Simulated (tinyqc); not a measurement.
Inside a calculation: six-band hole subbands of a thin body in a field. Values are carried at full precision from step to step, so a last printed digit may differ when a step is redone from the rounded ones.

Constants: hbar^2/2m0 = 3.80998211 eV angstrom^2.

Values chosen for the exercise (near those of a p-type Si channel; not measured data):
```
symbol  value                 unit        meaning
S       (7.79, -2.11, 12.65)  1/TPa       compliances s11, s12, s44
sx      -1.5                  GPa         stress along the channel [1-10], negative in compression
b       -2.08                 eV          tetragonal potential
d       -4.82                 eV          trigonal potential
g1      4.29                              Luttinger gamma1
g2      0.34                              gamma2
g3      1.45                              gamma3
face    110                               surface
Dso     0.044                 eV          spin-orbit splitting
t       85                    angstrom    body thickness
F       0                     MV/cm       field across the body
kmax    0.08                  1/angstrom  end of the path
```

## Strain and its block

exx = eyy = (s11 + s12) sx/2, ezz = s12 sx, exy = -s44 sx/4 (1 GPa/TPa = 1e-3). With e0 the traceless part, B_XX = 2b e0xx - b (e0yy + e0zz) and B_XY = sqrt(3) d exy.

strain, rows x, y, z and columns alike:
```
[[-0.004260, 0.004744, 0],
 [0.004744, -0.004260, 0],
 [0, 0, 0.003165]]
```

B (eV), rows X, Y, Z and columns alike:
```
[[0.01544, -0.03960, 0],
 [-0.03960, 0.01544, 0],
 [0, 0, -0.03089]]
```

## Confinement masses without spin-orbit coupling

C(n n^T)/c has C_XX = (g1 + 4 g2) nx^2 + (g1 - 2 g2)(ny^2 + nz^2) and C_XY = 6 g3 nx ny, n the unit normal; its eigenvalues are the inverse masses along n.

C(n n^T)/c, rows X, Y, Z and columns alike:
```
[[4.6300, 4.3500, 0],
 [4.3500, 4.6300, 0],
 [0, 0, 3.6100]]
```

masses (m0): [3.5714, 0.2770, 0.1114]

The heaviest mass, 3.57, comes from a near cancellation among the gammas, so a few per cent in them move it strongly.

## The matrix for one sine at q = 0

Basis X, Y, Z times spin, hole energies counted downwards from the unstrained edge (the hydrostatic shift is left out), c = hbar^2/2m0. For a symmetric tensor T let C(T) have C_XX = L Txx + M (Tyy + Tzz), C_XY = N Txy (cyclic), L = c (g1 + 4 g2), M = c (g1 - 2 g2), N = 6 c g3. k = q + kz n, n the unit normal, q = k1 u + k2 v with u along the channel [1-10] and v = n x u. H = C(k k^T) + (Dso/3)(1 - L.sigma) - B + e F z with (L_k)_ij = -i epsilon_kij; B is the block C built from the traceless strain with 2b, -b and sqrt(3) d in place of L, M, N. Strain: exx = eyy = (s11 + s12) sx/2, ezz = s12 sx, exy = -s44 sx/4. Hard walls at z = 0 and t; basis sin(j pi z/t), j = 1 to Nz: kz^2 = (j pi/t)^2, kz = -i D with D_jl = 4 j l/(t (j^2 - l^2)), z_jj = t/2 and z_jl = -8 t j l/(pi (j^2 - l^2))^2 for j + l odd; 1 MV/cm = 0.01 eV/angstrom.

Nz = 1, in meV.

H (meV), rows X+, Y+, Z+, X-, Y-, Z- and columns alike:
```
[[23.32, 62.24+14.67i, 0, 0, 0, -14.67],
 [62.24-14.67i, 23.32, 0, 0, 0, 14.67i],
 [0, 0, 64.34, 14.67, -14.67i, 0],
 [0, 0, 14.67, 23.32, 62.24-14.67i, 0],
 [0, 0, 14.67i, 62.24+14.67i, 23.32, 0],
 [-14.67, -14.67i, 0, 0, 0, 64.34]]
```

## Its levels

Diagonalise; the levels come in pairs. Give each pair and its weights on X, Y, Z, summed over spin and averaged over the pair.

levels (meV): [-42.21, 57.23, 95.96]

weights, rows X, Y, Z; columns pair 1, pair 2, pair 3:
```
[[0.493, 0.118, 0.389],
 [0.493, 0.118, 0.389],
 [0.015, 0.763, 0.222]]
```

## More sines

The four lowest pairs at q = 0.

Hole energies (meV):
```
Nz  pair 1  pair 2  pair 3  pair 4
1   -42.21   57.23   95.96       -
2   -42.21  -36.60   57.23   95.96
4   -42.21  -36.60  -28.54  -17.90
8   -42.21  -36.60  -28.54  -17.90
16  -42.21  -36.60  -28.54  -17.90
```

One sine is exact for the top subband, since without a field nothing joins different j at q = 0. The second pair lies 5.6 meV deeper.

## Dispersion of the top subband

Nz = 14; the two lowest levels (spin-split where the field breaks inversion), in meV from their value at q = 0.

Energies (meV):
```
|q| (1/angstrom)     u a     u b    v a    v b
0.020              13.30   13.30   5.49   5.49
0.040              52.62   52.62  21.94  21.94
0.060             107.81  107.81  49.28  49.28
0.080             125.38  125.38  87.39  87.39
```

From the mean of each pair in the first row, c q^2/E gives 0.11 m0 along u and 0.28 m0 along v. Without a field each pair stays degenerate. These masses hold for the first row only: the band bends further out.

## Checks

- Top level at q = 0 on (001) without field and stress against c (g1 - 2 g2)(pi/t)^2, eV: both 0.01879.
- Hermiticity, and E(q) against E(-q): they agree to 1e-10 or better.

Computed by tinyqc, a small Python program: `OMP_NUM_THREADS=1 python tinyqc.py 1250419 1250420 out.jsonl` (the numbers bound the seed that draws the inputs); one thread of a shared host (Intel(R) Xeon(R) Processor @ 2.30GHz), about 0.4 s for the whole set of steps.
